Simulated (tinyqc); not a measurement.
What moves the results: standing waves and exposure in a photoresist film. A value that a table varies takes the place of the one given here.

Normal incidence from air. Unexposed resist: N1 = n1 + i k1 with k1 = (A + B) lam/(4 pi), lam in micrometres. r01 = (1 - N1)/(1 + N1), t01 = 2/(1 + N1). Substrate Ns = ns + i ks: r12 = (N1 - Ns)/(N1 + Ns). With p = exp(2 pi i N1 d/lam), the field at depth z is E(z) = t01 [exp(2 pi i N1 z/lam) + r12 p^2 exp(-2 pi i N1 z/lam)]/(1 + r01 r12 p^2), the relative intensity I(z) = n1 |E(z)|^2 and the reflectance R = |(r01 + r12 p^2)/(1 + r01 r12 p^2)|^2.

Values chosen for the exercise (a resist on Cu, indices near tabulated ones; shifted at random, so the results belong to these values and not to a real crystal): lam = 193 nm (vacuum wavelength); n1 = 1.705 (resist index); A = 0.12 1/micrometre (bleachable absorption (Dill A)); B = 0.84 1/micrometre (fixed absorption (Dill B)); d = 134 nm (resist thickness); ns = 0.968 (substrate n); ks = 1.412 (substrate k).

## Swing of the coupled dose with resist thickness

The mean of I is taken over 800 depths; the relative dose to clear is taken as 1/(mean of I over the lowest period, 60 depths), scaled to 1 in the first row.

Swing:
```
d (nm)       R  mean I  relative dose
134.0   0.1170  1.4054          1.000
143.4   0.2995  1.1089          1.282
152.9   0.3981  0.9164          1.503
162.3   0.3735  0.9115          1.449
171.7   0.2282  1.0995          1.189
181.2   0.0547  1.3584          0.990
190.6   0.1016  1.3085          1.066
200.0   0.2785  1.0450          1.348
209.5   0.3758  0.8788          1.569
218.9   0.3514  0.8834          1.517
228.3   0.2094  1.0587          1.257
237.8   0.0436  1.2850          1.059
247.2   0.0886  1.2337          1.135
```

The period is 56.6 nm, six rows. The relative dose swings between 0.990 and 1.569, a ratio (max - min)/mean of 0.460, against the estimate 4 sqrt(|r01|^2 |r12|^2) exp(-(A + B) d) = 0.478 for the oscillating part alone; the ratio from the table also holds the slow rise from absorption, 13.5 % over two periods, so the two are not strictly comparable. The dose is least sensitive to thickness at an extremum; the lowest dose listed is at 181.2 nm.

## What moves the exposure

The mean of I is over 800 depths. Each row changes one parameter from the base and keeps the others.

Results:
```
case                   |r12|^2       R  mean I  I at the bottom
base                    0.2718  0.1170  1.4054           1.2369
d = 144 nm              0.2718  0.3093  1.0917           0.9508
n1 = 1.722              0.2719  0.1450  1.3657           1.2085
B = 1.04 1/micrometre   0.2706  0.1078  1.3701           1.1964
ks = 1.271              0.2411  0.1142  1.3385           1.2569
ns = 1.065              0.2433  0.0949  1.3682           1.1672
```

The largest shifts from the base row, up to three for each result and ties (the steps differ in size, so this ranks the rows, not the parameters). |r12|^2: ks -0.0307, ns -0.0285, B -0.0012; unchanged at the printed digits by d. R: d +0.1923, n1 +0.0280, ns -0.0221. mean I: d -0.3138, ks -0.0669, n1 -0.0397. I at the bottom: d -0.2861, ns -0.0697, B -0.0405.

Program tinyqc; command `OMP_NUM_THREADS=1 python tinyqc.py 1652027 1652028 out.jsonl`; about 0.01 s on one thread of a shared Intel(R) Xeon(R) Processor @ 2.30GHz.
